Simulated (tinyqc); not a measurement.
## Stress and current directions compared

A cubic crystal with three pairs of conduction valleys along x, y and z; non-degenerate electrons, one relaxation time, masses unchanged. Stress s_ij = X a_i a_j with a the unit vector along the stress; strain e_ii = s11 s_ii + s12 (s_jj + s_kk), e_ij = s44 s_ij/2. Valley shift dE = Xu (n.e.n - trace(e)/3) with n the valley axis; share f proportional to exp(-dE/Vt). Inverse mass along the current d: (n.d)^2/ml + (1 - (n.d)^2)/mt; mu/mu0 = sum f (1/m) over the plain mean of 1/m. Rows: direction of the stress, of size |X|; columns: direction of the current and sign.

Inputs (values chosen for the exercise); values close to those of silicon:
- T = 300 K (temperature)
- s11 = 7.54 1/TPa (compliance)
- s12 = -2.09 1/TPa (compliance)
- s44 = 12.2 1/TPa (compliance)
- Xu = 8.75 eV (shear deformation potential)
- ml = 0.929 m0 (longitudinal mass)
- mt = 0.193 m0 (transverse mass)
- X = 180 MPa (uniaxial stress (tension positive))

Constants: q = 1.602176634e-19 C, kB = 1.380649e-23 J/K, Vt = kB T/q. Results are converted to the units shown.

mu/mu0:

|  | I [100], tension | I [100], compression | I [110], tension | I [110], compression |
|---|---|---|---|---|
| [100] | 1.125 | 0.8492 | 1.031 | 0.9623 |
| [110] | 1.037 | 0.9668 | 1.037 | 0.9668 |
| [001] | 0.9377 | 1.075 | 0.9377 | 1.075 |
| [111] | 1.000 | 1.000 | 1.000 | 1.000 |

The largest gain, 1.12, is for stress along [100], tension, current along [100]; the largest loss, 0.849, for [100], compression, current along [100]. Entries equal to one are cases in which the valleys are not split or have equal mass along the current.

tinyqc, about 0.01 s, one thread, Intel Xeon 2.30GHz (shared host): `OMP_NUM_THREADS=1 python tinyqc.py 2530031 2530032 out.jsonl`
